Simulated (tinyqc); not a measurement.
What moves the results: deformation potentials from a strained empirical pseudopotential. A value that a table varies takes the place of the one given here.

Diamond lattice, no spin-orbit coupling. Atomic form factor V(q) = a1 (q^2 - a2)/(a3 exp(a4 q^2) - 1) in rydberg with q in 1/bohr, for the unstrained cell. Under a strain e the reciprocal vectors and k go over into (1 + e)^(-1) G, the atoms sit at +/- tau with tau = (1 + e) a (1,1,1)/8 - zeta a (eyz, ezx, exy)/4, and H(G,G') = c |k + G|^2 delta + (V(q)/det(1 + e)) cos(q.tau), q = G - G', with the term q = 0 left out; c = hbar^2/2m0. The basis is fixed before straining: all G with |k + G|^2 up to 16 (2 pi/a)^2. k is given in units of 2 pi/a of the unstrained cell.

Constants: hbar^2/2m0 = 3.80998211 eV angstrom^2; Ry = 13.60569312 eV; a0 (Bohr radius) = 0.5291772105 angstrom.

Parameters, chosen for this exercise (near those of Si; not measured data):

| symbol | value | unit | meaning |
|---|---|---|---|
| a | 5.431 | angstrom | lattice constant |
| A | (0.535, 2.208, 2.052, 0.49) |  | a1 (Ry bohr^2), a2 (1/bohr^2), a3, a4 (bohr^2) |
| h | 0.001 |  | size of the test strain |
| kD | 0.82 | 2 pi/a | position of the Delta minimum |
| a1 | 0.535 |  |  |
| a2 | 2.208 |  |  |
| a3 | 2.052 |  |  |
| a4 | 0.49 |  |  |

## The internal displacement

Xu of L (level 5, the lowest empty one) and d from exy = eyz = ezx = h for several zeta: Xu = [E(L [111]) - E(L [1-1-1])]/((8/3) h), d = (single valence level - pair)/(3 sqrt(3) h). zeta = 0 strains the bonds with the lattice; zeta = 1 keeps all four bond lengths equal to first order.

Results:

| zeta | Xu (L) (eV) | d (eV) |
|---|---|---|
| 0.00 | 10.88 | 0.78 |
| 0.25 | 11.34 | -1.53 |
| 0.50 | 11.81 | -3.84 |
| 0.60 | 11.99 | -4.76 |
| 0.75 | 12.28 | -6.14 |
| 1.00 | 12.75 | -8.45 |

What can be read from the table?

From zeta = 0 to 1, d goes from 0.78 to -8.45 eV and Xu (L) from 10.88 to 12.75 eV, both nearly linearly: the displacement is an optical-phonon mode, and d = d(0) - zeta d0/4 gives its deformation potential d0 = 37 eV. Leaving the relaxation out (zeta = 0 for 0.5) moves d by +4.61 eV, which reverses its sign, and Xu (L) by -0.93 eV. Tetragonal strain has no such freedom.

## Size of the test strain

e = diag(-h/2, -h/2, h). Xu = [E(Delta z) - E(Delta x)]/(1.5 h) at fixed kD, b = [E(Z) - E(X, Y)]/(4.5 h); one-sided from +h alone, central from +h and -h.

Results (eV):

| h | Xu one-sided | Xu central | b one-sided | b central |
|---|---|---|---|---|
| 0.0010 | 7.988 | 7.992 | -3.301 | -3.297 |
| 0.0025 | 7.980 | 7.993 | -3.307 | -3.297 |
| 0.0050 | 7.968 | 7.993 | -3.317 | -3.297 |
| 0.0100 | 7.944 | 7.994 | -3.337 | -3.297 |
| 0.0200 | 7.899 | 7.998 | -3.378 | -3.298 |
| 0.0300 | 7.855 | 8.005 | -3.419 | -3.299 |

How do the results move?

From h = 0.001 to 0.03 the one-sided Xu drifts by -0.132 eV and the central one by +0.012 eV; for b the drifts are -0.118 and -0.002 eV. The central difference cancels the term of second order in the strain, so its error goes as h^2. At h = 0.02 the linear law errs by 1.2 % for the valley splitting and 2.5 % for the valence splitting.

## What each parameter of the potential does

Gaps from the valence top to level 8 at Gamma and level 5 at (kD,0,0) and L, and their deformation potentials [E(+h) - E(-h)]/(3 ln((1 + h)/(1 - h))) for e = +/- h 1, h = 0.002. The row for the lattice constant keeps V(q) without the volume factor, so it is not a strain. Each row changes one parameter from the base and keeps the others.

Results:

| case | Gamma (eV) | Delta (eV) | L (eV) | potential Gamma (eV) | potential Delta (eV) | potential L (eV) |
|---|---|---|---|---|---|---|
| base | 3.965 | 1.140 | 1.972 | -8.79 | 2.64 | -1.91 |
| a = 5.377 angstrom | 4.089 | 0.841 | 1.870 | -8.48 | 2.95 | -1.73 |
| a1 = 0.54 | 4.006 | 1.208 | 2.021 | -8.86 | 2.64 | -1.92 |
| a2 = 2.23 | 3.846 | 1.215 | 1.967 | -8.86 | 2.59 | -1.95 |
| a3 = 2.073 | 3.918 | 1.045 | 1.907 | -8.69 | 2.64 | -1.91 |
| a4 = 0.495 | 3.872 | 1.054 | 1.896 | -8.62 | 2.72 | -1.83 |

What does this show?

The largest shifts from the base row, up to three for each result and ties (the steps differ in size, so this ranks the rows, not the parameters). Gamma (eV): a +0.125, a2 -0.118, a4 -0.093. Delta (eV): a -0.299, a3 -0.095, a4 -0.086. L (eV): a -0.102, a4 -0.076, a3 -0.065. potential Gamma (eV): a +0.30, a4 +0.17, a3 +0.09. potential Delta (eV): a +0.31, a4 +0.08, a2 -0.05; unchanged at the printed digits by a1 and a3. potential L (eV): a +0.18, a4 +0.08, a2 -0.04; unchanged at the printed digits by a3.

Run: tinyqc, `OMP_NUM_THREADS=1 python tinyqc.py 1850392 1850393 out.jsonl`; Intel(R) Xeon(R) Processor @ 2.30GHz, one thread, shared host; about 0.3 s of CPU time with all checks.
